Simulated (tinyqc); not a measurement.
Rapid thermal processing of a wafer: radiative balance, ramp and cooling, pattern effects, pyrometer error and spike budget: one step, computed by the program tinyqc.

The wafer is opaque and uniform through its thickness unless said otherwise; temperatures in formulas are in kelvin (C + 273.15). sigma = 5.670374419e-12 W/(cm^2 K^4).

Task: Power to hold and to ramp. Effective emissivity between parallel grey plates: eps_eff = 1/(1/eps + 1/(1 - r) - 1). Loss per area q(T) = 2 eps_eff sigma (T^4 - T_w^4) + h (T - T_w). Absorbed power during a ramp = q(T) + C d x ramp rate; thermal time constant tau = C d/(dq/dT), dq/dT = 8 eps_eff sigma T^3 + h; natural cooling rate q/(C d); front-to-back difference under one-sided heating at the end of the ramp = (absorbed power) d/(2 k).

Inputs (values chosen for the exercise, modelled on a hot silicon wafer):
```
quantity,value,unit
wafer thickness d,725,micrometre
heat capacity per volume C,2.08,J/(cm^3 K)
thermal conductivity k,0.27,W/(cm K)
emissivity eps of each face,0.61,-
reflectivity of the chamber walls r,0.27,-
"gas heat-transfer coefficient h, both faces together",6.6,mW/(cm^2 K)
wall temperature T_w,500,K
process temperature,1010,C
ramp rate,200,K/s
```

Give: eps_eff; holding power q; power at the end of the ramp; dq/dT; time constant tau; natural cooling rate; front-to-back difference.

Result:

eps_eff = 0.4977

holding power q = 20.12 W/cm^2

power at the end of the ramp = 50.28 W/cm^2

dq/dT = 54.30 mW/(cm^2 K)

time constant tau = 2.777 s

natural cooling rate = 133.4 K/s

front-to-back difference = 6.750 K

Radiation carries 74 % of the loss. The ramp needs 2.5 times the holding power.
